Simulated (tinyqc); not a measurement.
## Input admittance of a MOSFET at zero drain bias: distributed channel and distributed gate: input impedance against frequency

Source and drain grounded, strong inversion, w = 2 pi f, Cox = eps0 eox/tox. The channel is an RC line of resistance 1/(mu Cox Vo) per square fed from both ends, so one finger has the intrinsic admittance y = i w Cox L tanh(g)/g per width, g = (1/2) sqrt(i w tau), tau = L^2/(mu Vo). The vertical resistance rv/L is in series with y, the overlaps 2 i w Cov in parallel: y_t = 1/(1/y + rv/L) + 2 i w Cov. The gate strip is a line of Rsh/L per length loaded by y_t, so a finger has Y = y_t Wf tanh(k)/k, k = (Wf/sd) sqrt(y_t Rsh/L); the device has Nf Y.

Low-frequency limits, with c = Cox L and ct = c + 2 Cov: R_strip = Rsh Wf/(3 sd^2 L Nf), R_ch = (c/ct)^2 L/(12 mu Cox Vo Wf Nf), R_vert = (c/ct)^2 rv/(L Wf Nf), C = ct Wf Nf. Z = 1/(Nf Y) = R + 1/(i w C), Q = |Im Z|/R, far-point signal |1/cosh k|.

Inputs (values chosen for the exercise); values of the order met in silicon radio-frequency transistors:
- eox = 3.9 (relative permittivity of the gate insulator (close to silicon dioxide))
- tox = 6 nm (insulator thickness)
- L = 0.99 um (channel length)
- Wf = 2.4 um (finger width)
- Nf = 16 (number of fingers)
- mu = 370 cm^2/(V s) (channel mobility)
- Vo = 0.61 V (gate overdrive)
- Rsh = 32 ohm/square (sheet resistance of the gate)
- rv = 3.9 ohm um^2 (vertical resistivity of the gate stack)
- sd = 1 (number of ends at which a finger is contacted)
- Cov = 0.37 fF/um (overlap and fringe capacitance on each side)

Constants: eps0 = 8.8541878128e-14 F/cm where lengths are in cm. Results are converted to the units shown.

The same in every row: low-frequency R (ohm) = 14.65.

Results:
```
f (GHz)    w tau      |k|  R (ohm)  C (fF)      Q  signal at the far point
0.1      0.02728  0.02744    14.65   247.2  439.4                    1.000
0.3      0.08185  0.04753    14.65   247.2  146.5                    1.000
0.9       0.2456  0.08232    14.65   247.2  48.83                   0.9999
2         0.5457   0.1226    14.65   247.1  21.99                   0.9997
6          1.637   0.2113    14.62   245.9  7.376                   0.9972
40         10.91   0.4611    13.52   204.5  1.439                   0.9445
100        27.28   0.5750    10.16   133.4  1.175                   0.9060
300        81.85   0.8044    5.186   80.07  1.278                   0.8445
```

Estimate the missing row, f = 20 GHz.

Computed row:
```
f (GHz)  w tau     |k|  R (ohm)  C (fF)      Q  signal at the far point
20       5.457  0.3654    14.34   233.9  2.372                   0.9758
```

With this row back in the table: R falls from 14.7 to 5.19 ohm and C falls from 247 to 80.1 fF. Q goes as f^(-1.00) between the first two rows and f^(0.08) between the last two, where w tau = 81.9 and |k| = 0.804. The low-frequency limits hold both R and C within 5 % up to f = 6 GHz among the rows.

Numbers from tinyqc (`OMP_NUM_THREADS=1 python tinyqc.py 2262227 2262228 out.jsonl`; about 0.01 s on one thread of a shared Intel Xeon 2.30GHz).
